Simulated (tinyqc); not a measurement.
Froehlich polaron in a polar crystal: one step, computed by the program tinyqc.

One electron in a parabolic band of mass m*, coupled to dispersionless LO phonons in the continuum model. Energies are in units of hbar omega unless marked, wave numbers in k_0 = sqrt(2 m* omega/hbar).

Question. Second-order perturbation theory. At T = 0 and k < k_0: E(k) = (k/k_0)^2 - alpha arcsin(k/k_0)/(k/k_0); so E(0) = -alpha, 1/m_p = (1 - alpha/6)/m*, and the mean number of phonons in the cloud at k = 0 is alpha/2. The Lee-Low-Pines variational state gives the same E(0) and m_p = m* (1 + alpha/6).

Inputs (values chosen for the exercise, for a model crystal): LO phonon energy hbar omega = 51.8 meV; electron wave number k/k_0 = 0.46.

coupling constant alpha = 1.538288

Give: energy shift at k = 0; E(k); m*/m_p, second order; m_p/m*, Lee-Low-Pines; phonons in the cloud.

Answer.

energy shift at k = 0 = -79.68 meV

E(k) = -1.387 hbar omega

m*/m_p, second order = 0.7436

m_p/m*, Lee-Low-Pines = 1.256

phonons in the cloud = 0.7691
